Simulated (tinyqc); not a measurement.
# Capillary instabilities by surface diffusion: grooving and agglomeration of films, edge retraction, wire break-up and smoothing of roughness, step by step

A worked calculation. Computed by tinyqc, a small Python program that keeps every step. Command: `OMP_NUM_THREADS=1 python tinyqc.py 3011760 3011761 out.jsonl dewet walk`. One thread of a shared host (Intel(R) Xeon(R) Processor @ 2.30GHz), about 0.01 s of CPU time with the checks. Intermediate numbers are printed to about 6 digits and carried at full precision; extremes and crossings named in words are read from the listed rows.

Isotropic surface energy; shapes change by surface diffusion alone.

Inputs (values chosen for the exercise, for a model film): surface energy gamma_s = 1.74 J/m^2; grain-boundary energy gamma_b = 0.67 J/m^2; contact angle on the substrate theta = 65 degrees; atomic volume Omega = 20 angstrom^3; surface sites nu = 7.3 1/nm^2; prefactor D0 = 0.0008 m^2/s; activation energy Q = 2.48 eV; temperature T = 1123 K; time t = 1200 s; film thickness h = 15 nm; grain radius R = 100 nm; wire radius r = 3.4 nm; initial ripple over radius = 0.02; roughness wavelength lambda = 16 nm.

Grooves: at the surface only.

Constants: k_B = 8.617333262e-05 eV/K; k_B = 1.380649e-23 J/K.

## The Mullins constant

B = D_s nu gamma_s Omega^2/(k_B T), D_s = D0 exp(-Q/(k_B T)).

D_s = 5.93462e-15 m^2/s

B = 1944.74 nm^4/s

length (B t)^(1/4) = 39.0851 nm

Lengths grow as t^(1/4): doubling one takes 16 times as long, or roughly 140 K more.

## Will grooves cut through?

Groove angle beta: sin(beta) = gamma_b/(2 gamma). For circular grains of radius R with spherical caps the groove ends (measured from the mean surface) at the depth R g(beta), g = (2 - 3 cos beta + cos^3 beta)/(3 sin^3 beta). The film parts if R g(beta_s) > h.

beta_s = 11.1004 degrees

sum of g = 0.0487396

critical R/h = 20.5172

final depth over h = 0.324931

The grooves stop short by this estimate; triple junctions groove deeper and may still open.

## Groove growth in time

Mullins' isolated groove: depth below the flat surface d = 0.780 m (B t)^(1/4), m = tan(beta_s), width between the ridges 4.6 (B t)^(1/4); time to reach h: (h/(0.780 m))^4/B.

groove depth = 5.98140 nm

groove width = 179.791 nm

time to reach the substrate = 47460.7 s

Caution: the grains are too small for the surface groove ever to reach the depth h.

## Retraction of a straight edge

A rim shaped as a circular segment with contact angle theta holds the area h x; its radius r obeys r^2 (theta - sin theta cos theta) = h x. To advance, the edge must carry a strip of the rim height H = r (1 - cos theta) over the rim, driven by the curvature 1/r over the distance r theta (the scaling argument of Brandon and Bradshaw): H dx/dt = B/(theta r^2) gives x^(5/2) = (5/2) B t c^(3/2)/(theta (1 - cos theta) h^(3/2)), c = theta - sin theta cos theta.

retraction x = 99.9480 nm

rim height H = 25.7898 nm

present speed = 0.0333160 nm/s

The rim is 1.7 times the film thickness. x goes as t^(2/5) h^(-3/5): thin films retract faster.

## Break-up of a free wire

A wire with r + A cos(k z) has dA/dt = (B/r^4) (kr)^2 [1 - (kr)^2] A: unstable for wavelengths above 2 pi r, fastest at kr = 1/sqrt 2 with the rate B/(4 r^4); break-up time about (4 r^4/B) ln(r/A0); each wavelength makes a sphere of radius (3 r^2 lambda_m/4)^(1/3).

fastest wavelength = 30.2116 nm

break-up time = 1.07526 s

radius of the spheres = 6.39830 nm

t over the break-up time = 1116.00

The wire breaks up within t. Caution: faceting can stabilise wires along low-index directions.

## Smoothing against break-up

Roughness of wavelength lambda on a flat face decays as exp[-B (2 pi/lambda)^4 t]; the smoothing time is that for a factor e^3.

Times (s); the last column is (h/(0.780 tan beta_s))^4/B:
```
T (K)   B (nm^4/s)    smoothing  wire break-up  groove to depth h
955    2.51967e+01  5.00654e+00    8.29914e+01        3.66313e+06
1011   1.26336e+02  9.98515e-01    1.65520e+01        7.30582e+05
1067   5.33274e+02  2.36554e-01    3.92127e+00        1.73079e+05
1123   1.94474e+03  6.48664e-02    1.07526e+00        4.74607e+04
1179   6.25698e+03  2.01612e-02    3.34204e-01        1.47513e+04
1235   1.80679e+04  6.98191e-03    1.15736e-01        5.10844e+03
1348   1.16749e+05  1.08051e-03    1.79112e-02        7.90575e+02
```

All times share 1/B, so their ratios do not depend on T: break-up over smoothing is 17. An anneal can smooth this roughness well before the wire breaks. Smoothing is safe for lambda well below 2 pi r, above which a ripple along the wire grows instead. B spans 3.7 decades over these rows.

Checks made by the program: g against the volume of a spherical cap (relative difference below 1e-10).
